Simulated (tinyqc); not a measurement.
Splitting and spin direction around the circle: two-dimensional electron gas with Rashba and Dresselhaus coupling.

H = c k^2/m + al (ky sx - kx sy) + b1 (kx sx - ky sy) + gam kx ky (kx sy - ky sx), s the Pauli matrices, x = [100], c = hbar^2/2m0, b1 = gam (pi/L)^2 (hard walls). H = c k^2/m + B.s, so E = c k^2/m -/+ |B| and the lower state has its spin along -B.

Constants: hbar^2/2m0 = 3.80998211 eV angstrom^2.

Parameters, chosen for this exercise (of the size met in InAs; the results hold for these values, not for the real material):

| symbol | value | unit | meaning |
|---|---|---|---|
| m | 0.0274 | m0 | mass |
| al | 0.26 | eV angstrom | Rashba constant |
| gam | 26.2 | eV angstrom^3 | bulk Dresselhaus constant |
| L | 194 | angstrom | width of the (001) well |
| n | 11 | 1e11/cm^2 | sheet density (one subband filled) |

At |k| = k0 = sqrt(2 pi n), 1e11/cm^2 = 1e-5/angstrom^2.

Around the circle:

| phi (deg) | Bx (meV) | By (meV) | splitting (meV) | lower spin (deg) |
|---|---|---|---|---|
| 0.0 | 0.1806 | -6.8353 | 13.6754 | 91.5 |
| 22.5 | 2.7182 | -6.2286 | 13.5919 | 113.6 |
| 45.0 | 4.7927 | -4.7927 | 13.5559 | 135.0 |
| 67.5 | 6.2286 | -2.7182 | 13.5919 | 156.4 |
| 90.0 | 6.8353 | -0.1806 | 13.6754 | 178.5 |
| 112.5 | 6.4014 | 2.5133 | 13.7542 | -158.6 |
| 135.0 | 4.8739 | 4.8739 | 13.7855 | -135.0 |
| 157.5 | 2.5133 | 6.4014 | 13.7542 | -111.4 |

The splitting runs from 13.5559 meV at 45 to 13.7855 meV at 135 degrees. Along [110] it is 2 k |al + b1 - 2 b3| and along [-110] 2 k |al - b1 + 2 b3|, b3 = gam k^2/4. From 0 to 90 degrees the spin turns with k (+87 degrees), the sense of the Rashba term.

(tinyqc, `OMP_NUM_THREADS=1 python tinyqc.py 1450365 1450366 out.jsonl`, Intel(R) Xeon(R) Processor @ 2.30GHz, 1 thread, shared host, about 0.01 s.)
